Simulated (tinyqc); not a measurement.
What moves the results: donor near an oxide interface in a gate field (two-state model). A value that a table varies takes the place of the one given here.

Interface at z = 0 (hard wall), donor at z = d, field F pulling electrons to the interface: potential e F z; 1 kV/cm = 1e-5 eV/angstrom, c = hbar^2/2m0, q = e^2/(4 pi eps0), Q = (eps - eo)/(eps + eo). Donor state: E_D = e F d - ED - q Q/(4 eps d), the last term joining the images of ion and electron. Interface state: z exp(-b z/2) exp(-rho^2/(2 L^2)) with E_z = c b^2/(4 mz) + 3 e F/b + q Q b/(8 eps), minimised over b; in the plane at z = 3/b the ion (distance D = d - 3/b) and its image (D' = d + 3/b) give E_rho = c/(mt L^2) - (q/eps)(sqrt(pi)/L)[erfcx(D/L) + Q erfcx(D'/L)], erfcx(x) = exp(x^2) erfc(x), minimised over L. E_I = E_z + E_rho.

The two states couple by t = t0 exp(-D/aD) with t0 = q/(eps aD) (2 aD/L) sqrt(aD b/2) v, v a valley factor; this form is an estimate. With detuning u = E_D - E_I the splitting is sqrt(u^2 + 4 t^2) and the lower state has weight (1 - u/sqrt(u^2 + 4 t^2))/2 on the donor.

Constants: hbar^2/2m0 = 3.80998211 eV angstrom^2; e^2/(4 pi eps0) = 14.39964547 eV angstrom.

Parameters, chosen for this exercise (near those of a donor in Si below SiO2, static dielectric constants; the results hold for these values, not for the real material): d = 90 angstrom (depth of the donor); ED = 46.2 meV (bulk binding energy); mz = 0.922 m0 (mass across the interface); mt = 0.194 m0 (mass in the plane); eps = 11.2 (dielectric constant of the semiconductor); eo = 3.9 (dielectric constant of the oxide); aD = 14 angstrom (donor radius); v = 0.55 (valley factor); Fl = (76.489, 80.664, 82.335, 83.17, 84.005, 85.675, 89.85) kV/cm (fields); dl = (65, 90, 120, 155, 200, 250) angstrom (depths).

## Sweeping the field

Both levels, the splitting, the donor weight and the mean depth w d + (1 - w) 3/b.

Results:

| F (kV/cm) | E_D (meV) | E_I (meV) | splitting (meV) | donor weight | mean depth (angstrom) |
|---|---|---|---|---|---|
| 76.489 | 20.914 | 24.671 | 3.79 | 0.995 | 89.7 |
| 80.664 | 24.671 | 26.090 | 1.50 | 0.972 | 88.3 |
| 82.335 | 26.175 | 26.649 | 0.683 | 0.847 | 81.0 |
| 83.170 | 26.926 | 26.926 | 0.489 | 0.500 | 60.7 |
| 84.005 | 27.678 | 27.202 | 0.679 | 0.150 | 40.2 |
| 85.675 | 29.181 | 27.751 | 1.51 | 0.026 | 32.7 |
| 89.850 | 32.938 | 29.103 | 3.86 | 0.004 | 30.8 |

How do the results move?

E_D rises by 0.90 and E_I by 0.33 meV per kV/cm, so they cross once, near 83.2 kV/cm, where the splitting is 2t = 0.489 meV. The donor weight passes from 0.85 to 0.15 while the detuning goes from -2t to 2t, a window of 1.7 kV/cm or 2.1 % of the field; across the table the charge moves by 59 angstrom.

## Depth of the donor

Critical field, and the coupling, E_rho and L at that field.

Results:

| d (angstrom) | critical field (kV/cm) | e F d/ED | t (meV) | E_rho (meV) | L (angstrom) |
|---|---|---|---|---|---|
| 65 | 127.9 | 1.800 | 1.4 | -21.36 | 57 |
| 90 | 83.2 | 1.620 | 0.24 | -16.04 | 72 |
| 120 | 58.0 | 1.507 | 0.030 | -12.39 | 89 |
| 155 | 42.6 | 1.430 | 0.0027 | -9.83 | 107 |
| 200 | 31.6 | 1.368 | 0.00012 | -7.78 | 128 |
| 250 | 24.4 | 1.322 | 3.8e-06 | -6.33 | 150 |

How do the results move?

The critical field falls from 128 to 24 kV/cm, with exponent -1.23 in d, while t drops by a factor 3.8e+05, about e for each 14 angstrom at the end (aD = 14). One lattice plane (1.36 angstrom) of misplacement changes t by 9 % and the critical field by about 1.4 % at 120 angstrom.

## What each parameter does

Critical field (E_D = E_I), and t and L there. Each row changes one parameter from the base and keeps the others.

Results:

| case | critical field (kV/cm) | t (meV) | L (angstrom) |
|---|---|---|---|
| base | 83.2 | 0.244 | 72.3 |
| d = 80 angstrom | 96.9 | 0.494 | 66.5 |
| ED = 52.2 meV | 93.6 | 0.225 | 73.0 |
| aD = 15.4 angstrom | 83.2 | 0.375 | 72.3 |
| mz = 0.784 m0 | 85.7 | 0.261 | 71.7 |
| mt = 0.223 m0 | 82.3 | 0.261 | 68.2 |
| eo = 5.8 | 80.6 | 0.228 | 74.1 |
| eps = 11.9 | 84.6 | 0.221 | 74.1 |

What can be read from the table?

The largest shifts from the base row, up to three for each result and ties (the steps differ in size, so this ranks the rows, not the parameters). critical field (kV/cm): d +13.7, ED +10.4, eo -2.6; unchanged at the printed digits by aD. t (meV): d +0.249, aD +0.130, eps -0.0230. L (angstrom): d -5.8, mt -4.1, eps +1.8, eo +1.8; unchanged at the printed digits by aD.

Run: tinyqc, `OMP_NUM_THREADS=1 python tinyqc.py 1252396 1252397 out.jsonl`; Intel(R) Xeon(R) Processor @ 2.30GHz, one thread, shared host; about 0.1 s of CPU time with all checks.
